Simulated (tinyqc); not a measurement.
Inside a calculation. Model: molecular dynamics of a small cluster by velocity Verlet steps. Computed by tinyqc, a small Python program that keeps every step. Command: `OMP_NUM_THREADS=1 python tinyqc.py 3002988 3002989 out.jsonl verlet walk`. One thread of a shared host (Intel(R) Xeon(R) Processor @ 2.30GHz), about 0.07 s of CPU time with the checks. Intermediate numbers are printed to about 5 digits and carried at full precision; extremes and crossings named in words are read from the listed rows.

E = sum_i {sum_j A exp(-p (r_ij/r0 - 1)) - xi sqrt(rho_i)}, rho_i = sum_j exp(-2 q (r_ij/r0 - 1)); the force on i is -sum_j w_ij (R_i - R_j)/r_ij with w_ij = -(2p/r0) A exp(-p (r_ij/r0 - 1)) + (xi q/r0) exp(-2 q (r_ij/r0 - 1)) (rho_i^(-1/2) + rho_j^(-1/2)).

Inputs (values chosen for the exercise, for model atoms): length r0 = 2.49 angstrom; repulsion A = 0.099 eV; hopping xi = 1.62 eV; decay p = 10.8; decay q = 2.29; atomic mass M = 70.3 u; time step dt = 4.2 fs; steps = 100.

Potential: Gupta. Thermostat: none.

starting positions (angstrom), rows atom 1, atom 2, atom 3, atom 4, atom 5, columns x, y, z:
$$\begin{pmatrix}
0.03 & 0.08 & -0.02 \\
2.32 & 0.03 & 0 \\
1.15 & 2.03 & 0.02 \\
1.14 & 0.67 & 1.89 \\
1.13 & 0.62 & -1.91
\end{pmatrix}$$

starting velocities (angstrom/fs), rows atom 1, atom 2, atom 3, atom 4, atom 5, columns x, y, z:
$$\begin{pmatrix}
-0.00065 & -0.00029 & 0.00233 \\
-0.00101 & -0.00054 & 0.00032 \\
0.00197 & -0.00099 & 0.00047 \\
-0.0004 & 0.00215 & -0.00094 \\
9e-05 & -0.00032 & -0.00219
\end{pmatrix}$$

Constants: 1 eV/(angstrom u) = 9.648533212e-03 angstrom/fs^2; k_B = 8.617333262e-05 eV/K.

## State at the start

Velocity Verlet: a = c F/M with c = 9.648533212e-3 angstrom/fs^2 per eV/(angstrom u); R(new) = R + v dt + a dt^2/2; v(new) = v + (a + a(new)) dt/2. Kinetic energy K = M v^2/(2c); temperature T = 2K/((3N - 3) k_B), rotation of the cluster included.

forces (eV/angstrom), rows atom 1, atom 2, atom 3, atom 4, atom 5, columns x, y, z:
$$\begin{pmatrix}
-0.73685 & -0.55281 & 0.14963 \\
0.21650 & -0.03528 & -0.03852 \\
0.21120 & 0.30921 & -0.22740 \\
0.09368 & 0.03524 & -0.05557 \\
0.21547 & 0.24363 & 0.17186
\end{pmatrix}$$

potential energy = -14.225 eV

kinetic energy = 0.083805 eV

temperature = 162.09 K

## Step 1

The formulas are those given above.

positions after step 1 (angstrom), rows atom 1, atom 2, atom 3, atom 4, atom 5, columns x, y, z:
$$\begin{pmatrix}
0.0264 & 0.0781 & -0.0100 \\
2.3160 & 0.0277 & 0.0013 \\
1.1585 & 2.0262 & 0.0217 \\
1.1384 & 0.6791 & 1.8860 \\
1.1306 & 0.6190 & -1.9190
\end{pmatrix}$$

new forces (eV/angstrom), rows atom 1, atom 2, atom 3, atom 4, atom 5, columns x, y, z:
$$\begin{pmatrix}
-0.68384 & -0.50675 & 0.00627 \\
0.22731 & -0.06499 & -0.08386 \\
0.17780 & 0.33932 & -0.30494 \\
0.10760 & 0.01416 & 0.05287 \\
0.17112 & 0.21826 & 0.32965
\end{pmatrix}$$

velocities after step 1 (angstrom/fs), rows atom 1, atom 2, atom 3, atom 4, atom 5, columns x, y, z:
$$\begin{pmatrix}
-0.0010595 & -0.0005954 & 0.0023749 \\
-0.0008821 & -0.0005689 & 0.0002847 \\
0.0020821 & -0.0008031 & 0.0003166 \\
-0.0003420 & 0.0021642 & -0.0009408 \\
0.0002014 & -0.0001869 & -0.0020455
\end{pmatrix}$$

total energy = -14.142 eV

## Step 2

The formulas are those given above.

positions after step 2 (angstrom), rows atom 1, atom 2, atom 3, atom 4, atom 5, columns x, y, z:
$$\begin{pmatrix}
0.0211 & 0.0750 & -0.0001 \\
2.3126 & 0.0252 & 0.0024 \\
1.1675 & 2.0233 & 0.0227 \\
1.1371 & 0.6882 & 1.8821 \\
1.1317 & 0.6184 & -1.9272
\end{pmatrix}$$

new forces (eV/angstrom), rows atom 1, atom 2, atom 3, atom 4, atom 5, columns x, y, z:
$$\begin{pmatrix}
-0.60569 & -0.44347 & -0.12328 \\
0.22096 & -0.09025 & -0.12371 \\
0.13664 & 0.34700 & -0.37745 \\
0.11881 & -0.00720 & 0.14714 \\
0.12928 & 0.19392 & 0.47730
\end{pmatrix}$$

velocities after step 2 (angstrom/fs), rows atom 1, atom 2, atom 3, atom 4, atom 5, columns x, y, z:
$$\begin{pmatrix}
-0.0014311 & -0.0008693 & 0.0023412 \\
-0.0007529 & -0.0006136 & 0.0002249 \\
0.0021727 & -0.0006053 & 0.0001199 \\
-0.0002767 & 0.0021662 & -0.0008831 \\
0.0002880 & -0.0000681 & -0.0018129
\end{pmatrix}$$

total energy = -14.141 eV

## Fastest vibration

Relax the cluster, diagonalise the Hessian (central differences): omega_max = sqrt(c lambda_max/M). Verlet steps are stable for omega_max dt < 2.

omega_max = 0.059775 1/fs

shortest period = 105.11 fs

omega_max dt = 0.25105

The step is 1/25.0 of the shortest period.

## The trajectory

Spread = largest minus smallest value. The test of the step is the spread (largest minus smallest) of the total energy over the run without thermostat, against the spread of K; the step passes below 5 %. The mean T is over the second half.

Course of the run (evenly spaced rows):
```
step  t (fs)   U (eV)   K (eV)  U + K (eV)   T (K)
0        0.0  -14.225  0.08381     -14.142  162.09
7       29.4  -14.222  0.08029     -14.141  155.29
14      58.8  -14.241  0.09908     -14.142  191.64
21      88.2  -14.210  0.06876     -14.141  132.99
28     117.6  -14.237  0.09578     -14.142  185.25
35     147.0  -14.186  0.04519     -14.141   87.41
42     176.4  -14.250  0.10870     -14.142  210.24
49     205.8  -14.232  0.09039     -14.141  174.83
56     235.2  -14.223  0.08146     -14.142  157.55
63     264.6  -14.197  0.05617     -14.141  108.65
70     294.0  -14.250  0.10867     -14.142  210.18
77     323.4  -14.197  0.05569     -14.141  107.72
84     352.8  -14.245  0.10322     -14.142  199.65
91     382.2  -14.230  0.08869     -14.141  171.53
98     411.6  -14.215  0.07325     -14.141  141.67
```

spread of the total energy = 9.0131e-04 eV

spread of the total over spread of K = 0.011069

mean temperature = 155.98 K

The total energy keeps within 1.1 % of the swings of K, so the step passes.

## Energy conservation against the time step

Runs without thermostat over the same span of time, steps x dt; spread = largest minus smallest value. For contrast, the energy gained over the first 30 dt (dt of the inputs) by explicit Euler steps: R(new) = R + v dt, v(new) = v + a dt.

Energy error (eV):
```
dt (fs)  omega_max dt  Verlet, spread of U + K  Euler, gain in U + K
0.525         0.03138               1.4245e-05                0.0141
1.050         0.06276               5.6936e-05                0.0305
2.100         0.12553               2.2743e-04                0.0722
4.200         0.25105               9.0131e-04                0.2081
8.400         0.50211               3.6854e-03                0.9283
12.600        0.75316               8.1852e-03                2.7246
```

The Verlet error grows as dt^2.00 between the first rows, the second order of the method. Euler steps gain energy steadily: over that short span the gain in the first row is already 990 times the Verlet spread of the whole run, and it grows as dt^1.11, tending to the first order of that method as dt shrinks.

Checks made by the program: time reversal over 50 steps (relative difference below 1e-10).
